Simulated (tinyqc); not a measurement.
Inside a calculation. Method: Hueckel theory of the pi electrons with the omega technique, for the molecule [CH2]c1ccccn1 (SMILES; centres numbered as the heavy atoms are written). One step of it, computed by the program tinyqc.

Question. Orbitals, round 1. Diagonalise; E = alpha + x beta with beta < 0, so the largest x are filled first; degenerate levels share their electrons. P = sum n_i c_ri c_si; each orbital has its largest coefficient positive (the first on a tie).

Hueckel matrix in units of beta (H = alpha + beta A), lower triangle:
```
,1C,2C,3C,4C,5C,6C,7N
1C,0.000000
2C,1.000000,0.000000
3C,0.000000,1.000000,0.000000
4C,0.000000,0.000000,1.000000,0.000000
5C,0.000000,0.000000,0.000000,1.000000,0.000000
6C,0.000000,0.000000,0.000000,0.000000,1.000000,0.000000
7N,0.000000,1.000000,0.000000,0.000000,0.000000,1.000000,0.500000
```

pi electrons, sum of z_r less the charge = 7

Give: x values; occupations; coefficients; charge and bond-order matrix P.

Answer.

x values: 2.205  1.273  1.127  0.070  -0.886  -1.255  -2.034

occupations: 2.000  2.000  2.000  1.000  0.000  0.000  0.000

coefficients:
```
,MO1,MO2,MO3,MO4,MO5,MO6,MO7
1C,0.225,-0.354,0.160,0.750,-0.107,-0.407,-0.244
2C,0.495,-0.451,0.180,0.052,0.094,0.511,0.496
3C,0.361,0.006,0.533,-0.379,0.475,-0.158,-0.436
4C,0.301,0.459,0.421,-0.079,-0.515,-0.312,0.391
5C,0.303,0.578,-0.059,0.374,-0.019,0.550,-0.358
6C,0.367,0.277,-0.487,0.105,0.532,-0.378,0.338
7N,0.506,-0.226,-0.490,-0.367,-0.452,-0.076,-0.329
```

charge and bond-order matrix P, lower triangle:
```
,1C,2C,3C,4C,5C,6C,7N
1C,0.965
2C,0.639,0.965
3C,0.044,0.525,0.974
4C,-0.114,0.033,0.702,0.962
5C,-0.012,-0.222,0.021,0.633,0.998
6C,-0.108,-0.056,-0.291,0.057,0.639,0.908
7N,-0.044,0.509,-0.020,-0.285,-0.033,0.685,1.228
```
